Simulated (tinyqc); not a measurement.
# Off-state leakage of single and stacked transistors: effects of single changes

n-channel devices of unit width. Subthreshold current I(Vg, Vs, Vd) = I0 (T/300 K)^0.5 exp[(Vg - Vs - VT(T) - gb (Vs - Vb) + dd (Vd - Vs))/(nf Vt)] (1 - exp(-(Vd - Vs)/Vt)), VT(T) = VT - cT (T - 300 K). Gate-edge tunnelling Ig (Vd/1 V) exp(ag (Vd - 1 V)), for a gate at 0 V, and band-to-band leakage Ab u exp(-Bb/u), u = Vd - Vb + 1 V, flow at a drain held at V; both are taken as independent of T. In a stack of off transistors (all gates at 0 V) the same subthreshold current passes through each.

Values chosen for this exercise; values of the order met in bulk silicon logic transistors: temperature T = 398 K; supply voltage V = 1.2 V; threshold at 300 K, zero drain and body bias VT = 0.43 V; fall of the threshold with temperature cT = 0.8 mV/K; current at threshold at 300 K I0 = 0.26 uA/um; slope factor nf = 1.18; drain-induced lowering per volt dd = 0.05; rise of the threshold per volt of source-body bias gb = 0.09; gate-edge tunnelling current at 1 V Ig = 1e-6 uA/um; exponential slope of the gate current ag = 3.9 1/V; prefactor of band-to-band leakage at the drain Ab = 70 uA/(um V); its exponential voltage Bb = 19 V; body voltage Vb = 0 V.

Constants: q = 1.602176634e-19 C, kB = 1.380649e-23 J/K, Vt = kB T/q. Results are converted to the units shown.

Each table varies one quantity; the others keep the values above.

## Subthreshold current against the height of the stack

All n gates at 0 V, bottom source at 0 V, top drain at V; node voltages follow from equal currents.

Subthreshold current against the height of the stack:
```
n	I (nA/um)	reduction factor	drain voltage of the bottom device (mV)	source voltage of the top device (mV)	voltage across the top device (V)
1	0.22241	1.0000	1200.0	0	1.2000
2	0.044066	5.0471	57.469	57.469	1.1425
3	0.024374	9.1248	21.765	78.491	1.1215
4	0.016847	13.202	13.635	91.603	1.1084
5	0.012873	17.277	9.9491	101.15	1.0988
6	0.010416	21.352	7.8373	108.67	1.0913
```

Read the table: what changes, and by how much?

The second transistor cuts the current by a factor of 5.05, the third by a further 1.81 and the sixth by 1.24. The top device keeps 90.9 % of the supply at n = 6, while the drain voltage of the bottom one falls to 0.229 Vt.

## Leakage components against the threshold

Same model as above.

One transistor with Vg = Vs = 0, Vd = V; stack factor I(one)/I(two in series).

The same in every row: gate edge (nA/um) = 0.002618; band-to-band (nA/um) = 27.34; stack factor = 5.047.

Leakage components against the threshold:
```
VT (V)	subthreshold (nA/um)	total (nA/um)	largest part
0.15	224.8	252.2	subthreshold
0.2	65.36	92.70	subthreshold
0.25	19.00	46.34	band-to-band
0.3	5.523	32.87	band-to-band
0.35	1.606	28.95	band-to-band
0.4	0.4668	27.81	band-to-band
0.45	0.1357	27.48	band-to-band
0.5	0.03944	27.38	band-to-band
0.55	0.01147	27.35	band-to-band
0.6	0.003333	27.35	band-to-band
```

As VT goes from 0.15 to 0.6, the total leakage falls from 252 to 27.3 nA/um. The subthreshold part leads at VT = 0.15, the band-to-band part from 0.25 on. The reduction by a stack of two stays at 5.05, for the subthreshold part alone. For VT = 0.15, 0.2, 0.25 the gate is within about 3 nf Vt of threshold, where the exponential law overstates the current.

Program tinyqc, `OMP_NUM_THREADS=1 python tinyqc.py 2242091 2242092 out.jsonl`; Intel Xeon 2.30GHz, shared host, one thread, about 0.04 s.
